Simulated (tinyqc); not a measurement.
Screening the field: polar nitride quantum well with polarisation fields.

Envelope functions on cells of 0.25 angstrom over barrier, well, barrier (widths Lb, Lw, Lb), psi = 0 beyond, psi'/m continuous (mean mass between points), c = hbar^2/2m0. With u(z) the integral of e F (F_w in the well, F_b = -F_w Lw/Lb in the barriers, 1 MV/cm = 0.01 V/angstrom), zero at the centre of the well, the electron sees u plus Vc in the barriers and the hole -u plus Vv. The transition is Eg + E_e + E_h; excitons are left out.

Constants: hbar^2/2m0 = 3.80998211 eV angstrom^2; hc = 1239.841984 eV nm.

Inputs chosen for the exercise (near those of a GaN well in AlN; shifted at random, so the results belong to these values and not to a real crystal): Lw = 25 angstrom (well width); Lb = 55 angstrom (barrier width); Eg = 3.44 eV (gap of the well); Vc = 1.85 eV (conduction offset); Vv = 0.87 eV (valence offset); me = 0.2 m0 (electron, well); meb = 0.32 m0 (electron, barrier); mh = 1.55 m0 (hole, everywhere).

F_w = -8.1763 MV/cm

Carriers or a semipolar orientation reduce the field; here it is simply scaled in well and barrier.

Results:
```
share of the field  F_w (MV/cm)  E (eV)     nm  overlap^2  separation (angstrom)
1.0                      -8.176  2.6982  459.5      0.012                   16.6
0.8                      -6.541  2.9557  419.5      0.030                   15.4
0.6                      -4.906  3.1926  388.3      0.074                   13.9
0.4                      -3.271  3.4007  364.6       0.19                   11.7
0.2                      -1.635  3.5644  347.8       0.49                    8.2
0.0                       0.000  3.6416  340.5       0.98                    0.0
```

What does the comparison show?

Full screening shifts the line by -119.0 nm (+943 meV). The first fifth of the screening gives 257 meV and the last fifth 77 meV; a purely quadratic shift would give a ratio of 9, a linear one 1, and here it is 3.3.

Computed by tinyqc, a small Python program: `OMP_NUM_THREADS=1 python tinyqc.py 1280928 1280929 out.jsonl` (the numbers bound the seed that draws the inputs); one thread of a shared host (Intel(R) Xeon(R) Processor @ 2.30GHz), about 0.07 s for the whole set of steps.
